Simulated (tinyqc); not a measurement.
Thin film between two gates, subbands and threshold shift from confinement: two steps of the calculation.

Undoped body with a flat potential across it, hard walls, transport along x. Three valley pairs (g = 2 each) with the longitudinal mass along x, y or z. Non-parabolicity enters the subband edges through E (1 + al E) = gamma, so E = 2 gamma/(1 + sqrt(1 + 4 al gamma)); motion within a subband is taken as parabolic with the band-edge mass. Energies are counted from the bulk band edge.

Inputs (values chosen for the exercise); masses close to those of silicon: temperature T = 200 K; longitudinal mass ml = 0.913 m0; transverse mass mt = 0.192 m0; non-parabolicity al = 0 1/eV; film thickness (along z) t = 9.6 nm; widening of the box by penetration into the insulator dl = 0.3 nm.

Constants: q = 1.602176634e-19 C, kB = 1.380649e-23 J/K, hbar = 1.054571817e-34 J s, m0 = 9.1093837015e-31 kg, Vt = kB T/q, hbar^2/(2 m0) = 0.0380998212 eV nm^2. Results are converted to the units shown.

Task 1. Lowest subbands. gamma = C (pi k/(t + dl))^2/mz, C = hbar^2/(2 m0). List the 6 lowest, labelled by valley axis and quantum numbers, with degeneracy g and N_k: N_k = g sqrt(mx my) m0 kB T/(pi hbar^2).

Give: E_k; g; N_k.

Result 1.

| subband | E_k (eV) | g | N_k (cm^-2) |
|---|---|---|---|
| z1 | 0.004202 | 2 | 2.765e12 |
| z2 | 0.01681 | 2 | 2.765e12 |
| x1 | 0.01998 | 2 | 6.029e12 |
| y1 | 0.01998 | 2 | 6.029e12 |
| z3 | 0.03782 | 2 | 2.765e12 |
| z4 | 0.06724 | 2 | 2.765e12 |

Task 2. Threshold shift. Each subband has N_k = g sqrt(mx my) m0 kB T/(pi hbar^2); without degeneracy n = exp(EF/Vt) sum N_k exp(-E_k/Vt). Classical value Nc times t, Nc = sum over valleys of 2 g (m m0 kB T/(2 pi hbar^2))^1.5 with m = (mx my mz)^(1/3). Threshold shift dVT = Vt ln(classical value/sum N_k exp(-E_k/Vt)). Use the subbands listed.

| subband | E_k (eV) | N_k (cm^-2) |
|---|---|---|
| z1 | 0.0042022464 | 2.7645936e12 |
| z2 | 0.016808986 | 2.7645936e12 |
| x1 | 0.019982557 | 6.0285946e12 |
| y1 | 0.019982557 | 6.0285946e12 |
| z3 | 0.037820218 | 2.7645936e12 |
| z4 | 0.067235943 | 2.7645936e12 |

Wanted: shares; sum N_k exp(-E_k/Vt); Nc; classical value; dVT.

Result 2.

| subband | shares (%) |
|---|---|
| z1 | 29.46 |
| z2 | 14.17 |
| x1 | 25.71 |
| y1 | 25.71 |
| z3 | 4.19 |
| z4 | 0.76 |

sum N_k exp(-E_k/Vt) = 7.355e12 cm^-2
Nc = 1.504e19 cm^-3
classical value = 1.443e13 cm^-2
dVT = 11.62 mV

Numbers from tinyqc (`OMP_NUM_THREADS=1 python tinyqc.py 2350093 2350094 out.jsonl`; about 0.1 s on one thread of a shared Intel Xeon 2.30GHz).
